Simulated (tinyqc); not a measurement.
## Carrier lifetime of a p-type layer with SRH, radiative, Auger and surface recombination: effect of the capture cross-section for electrons at dn = 2e13 cm^-3

Uniform excess density dn = dp (no trapping), n = n0 + dn, p = p0 + dn, Boltzmann statistics, full ionisation. Surfaces enter as a rate 2 S dn/d, which holds while diffusion to them is fast.

ni = sqrt(Nc Nv) exp(-Eg/(2 Vt)), Eg in volts; majority density N/2 + sqrt(N^2/4 + ni^2), n0 p0 = ni^2; n1 = Nc exp(-Et/Vt), p1 = Nv exp((Et - Eg)/Vt); tn0 = 1/(sn vth Nt), tp0 = 1/(sp vth Nt). With e = n p - ni^2 = dn (n0 + p0 + dn): U_SRH = e/(tp0 (n + n1) + tn0 (p + p1)), U_rad = B e, U_Aug = (Cn n + Cp p) e, U_s = 2 S dn/d. Each tau is dn over its rate; tau = dn/U with U the sum. Here dn = 2e13 cm^-3.

Values chosen for this exercise; band and dielectric values those of a made-up semiconductor: temperature T = 350 K; band gap Eg = 1.02 eV; conduction-band density of states at T Nc = 3.07e19 cm^-3; valence-band density of states at T Nv = 3.53e19 cm^-3; radiative coefficient B = 5.86e-15 cm^3/s; acceptor density N = 2.9e15 cm^-3; Auger coefficient (two electrons) Cn = 4.9e-31 cm^6/s; Auger coefficient (two holes) Cp = 2.8e-31 cm^6/s; trap density Nt = 9.2e12 cm^-3; capture cross-section for holes sp = 5e-16 cm^2; thermal velocity (both carriers) vth = 2.4e7 cm/s; trap level below the conduction band Et = 0.81 eV; surface recombination velocity (both faces) S = 0 cm/s; sample thickness d = 30 um.

Constants: q = 1.602176634e-19 C, kB = 1.380649e-23 J/K, Vt = kB T/q. Results are converted to the units shown.

The same in every row: tau_rad (s) = 0.05844; tau_Aug (s) = 0.4139.

Results:
```
sn (cm^2),tau_SRH (s),tau (s),radiative share (%),largest path
5e-19,0.1127,0.03521,60.25,radiative
5e-18,0.01127,0.009238,15.81,SRH
5e-17,0.001127,0.001103,1.887,SRH
5e-16,1.128e-4,1.125e-4,0.1925,SRH
5e-15,1.133e-5,1.133e-5,0.01939,SRH
5e-13,1.747e-7,1.747e-7,2.990e-4,SRH
```

Estimate the missing row, sn = 5e-14 cm^2.

Computed row:
```
sn (cm^2),tau_SRH (s),tau (s),radiative share (%),largest path
5e-14,1.189e-6,1.189e-6,0.002035,SRH
```

With this row back in the table: Radiative recombination leads at sn = 5e-19, SRH from 5e-18 on. tau_SRH falls from 0.113 to 1.75e-7 s and the total lifetime falls from 0.0352 to 1.75e-7 s.

Program tinyqc, `OMP_NUM_THREADS=1 python tinyqc.py 2300036 2300037 out.jsonl`; Intel Xeon 2.30GHz, shared host, one thread, about 0.01 s.
